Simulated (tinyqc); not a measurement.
AlGaN/GaN HEMT with access regions, lumped model: two steps of the calculation.

A polarisation-induced electron sheet under a Schottky gate, in series with two ungated access regions and contacts. Drift law v = mu E/(1 + mu E/vs) under the gate. Currents in mA/mm, resistances in ohm mm. No self-heating, no channel-length modulation; fits for polarisation, barrier and offset are chosen for the exercise.

Values chosen for this exercise; values close to those of AlGaN/GaN structures:

| symbol | value | unit | meaning |
|---|---|---|---|
| x | 0.19 |  | aluminium share of the barrier |
| d | 15 | nm | barrier thickness |
| eps_r | 9.6 |  | relative permittivity of barrier and channel |
| mu | 1500 | cm^2/(V s) | channel mobility |
| vs | 1.3e7 | cm/s | saturation velocity |
| Lg | 0.25 | um | gate length |
| Ls | 1.5 | um | source access length |
| Ld | 16 | um | drain access length |
| Rc | 0.27 | ohm mm | resistance of each contact |
| ft | 0.27 |  | share of the drain-access electrons removed by traps |
| Vg | 0 | V | gate voltage |
| Vd | 10 | V | drain voltage |

Constants: q = 1.602176634e-19 C, eps0 = 8.8541878128e-14 F/cm where lengths are in cm. Results are converted to the units shown.

Task 1. Polarisation charge, threshold and sheet resistance. sigma = (5e13 x + 1.6e13 x^2) cm^-2, phiB = 0.84 + 1.3 x, dEc = 0.7 (1.71 x + x^2) in volts, Cb = eps0 eps_r/d, VT = phiB - dEc - q sigma/Cb, access density n0 = -Cb VT/q. Rsh = 1/(q mu n0); largest access current q n0 vs.

Find: sigma; Cb; VT; n0; Rsh; q n0 vs.

Result 1.

sigma = 1.008e13 cm^-2
Cb = 0.5667 uF/cm^2
VT = -2.015 V
n0 = 7.127e12 cm^-2
Rsh = 583.9 ohm
q n0 vs = 1484 mA/mm

Task 2. Drain current. Access resistance R(L, n) = L/(q mu n sqrt(1 - (I/(q n vs))^2)); Rs = Rc + R(Ls, n0), Rd = Rc + R(Ld, (1 - ft) n0). Vg' = Vg - I Rs, Vd' = Vd - I (Rs + Rd); with u = Vg' - VT, Vc = vs Lg/mu and w the smaller of Vd' and Vc [sqrt(1 + 2 u/Vc) - 1] (0 if negative), the channel gives (mu Cb/Lg)(u w - w^2/2)/(1 + w/Vc). I(new) = I + 0.5 (channel current - I).

I after iteration 1 = 544.34505 mA/mm
VT = -2.0150041 V
Cb = 0.56666802 uF/cm^2
n0 = 7.1267947e12 cm^-2

Give: Rs; Rd; Vg'; Vd'; channel current; I after iteration 2.

Result 2.

Rs = 1.2114 ohm mm
Rd = 15.070 ohm mm
Vg' = -0.65940 V
Vd' = 1.1375 V
channel current = 571.50 mA/mm
I after iteration 2 = 557.92 mA/mm

Numbers from tinyqc (`OMP_NUM_THREADS=1 python tinyqc.py 2570031 2570032 out.jsonl`; about 0.02 s on one thread of a shared Intel Xeon 2.30GHz).
